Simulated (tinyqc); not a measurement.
# Long-channel MOSFET, surface-potential model: potential, charge and velocity along the channel

n-channel transistor on a uniformly doped p-type body, gradual-channel approximation, constant mobility, Boltzmann statistics, full ionisation. Potentials are counted from the neutral body; V is the electron quasi-Fermi potential, Vsb at the source and Vsb + Vds at the drain. Charges are magnitudes per area.

ni = sqrt(Nc Nv) exp(-Eg/(2 Vt)), Eg in volts; phiF = Vt ln(Na/ni); Cox = eps0 eox/tox; gamma = sqrt(2 q eps0 eps_r Na)/Cox. The surface potential psi at channel potential V solves Vgs + Vsb - Vfb - psi = gamma sqrt(G), G = psi - Vt + Vt exp((psi - 2 phiF - V)/Vt). Charge sheet: Qi = Cox gamma [sqrt(G) - sqrt(psi - Vt)]; I = mu (W/L) [integral of Qi dpsi from psi_0 to psi_L (drift) + Vt (Qi0 - QiL) (diffusion)], with psi_0 at V = Vsb and psi_L at V = Vsb + Vds. The current is the same at every point, so the place y where the channel potential is Vsb + v follows from y/L = I(Vds = v)/I(Vds); the mean carrier velocity is I/(W Qi).

Values chosen for this exercise; material values close to those of silicon: temperature T = 300 K; band gap Eg = 1.13 eV; relative permittivity of the semiconductor eps_r = 11.6; conduction-band density of states at T Nc = 2.77e19 cm^-3; valence-band density of states at T Nv = 2.7e19 cm^-3; acceptor density of the body Na = 2.9e17 cm^-3; relative permittivity of the gate insulator eox = 24.8; insulator thickness tox = 49 nm; flat-band voltage Vfb = -0.72 V; channel mobility mu = 100 cm^2/(V s); gate width W = 1 um; gate length L = 5 um; source-body reverse bias Vsb = 1 V; gate-source voltage Vgs = 2.41 V; drain-source voltage Vds = 0.5 V.

Constants: q = 1.602176634e-19 C, kB = 1.380649e-23 J/K, Vt = kB T/q, eps0 = 8.8541878128e-14 F/cm where lengths are in cm. Results are converted to the units shown.

Along the channel:
```
v (V)  psi (V)  Qi (nC/cm^2)     y/L  velocity (cm/s)
0.062    2.100         464.7  0.1634          7.811e4
0.125    2.161         431.0  0.3179          8.420e4
0.188    2.221         397.6  0.4608          9.129e4
0.25     2.281         364.8  0.5902          9.949e4
0.312    2.340         332.2  0.7084          1.092e5
0.375    2.400         299.4  0.8173          1.212e5
0.438    2.459         266.7  0.9149          1.361e5
0.5      2.518         234.9   1.000          1.545e5
```

Half of the listed voltage range, v = 0.25 V, is reached at y/L = 0.590. The charge falls from 465 to 235 nC/cm^2 over the rows, so the velocity rises by a factor of 1.98 to keep the current constant.

Numbers from tinyqc (`OMP_NUM_THREADS=1 python tinyqc.py 2360017 2360018 out.jsonl`; about 0.03 s on one thread of a shared Intel Xeon 2.30GHz).
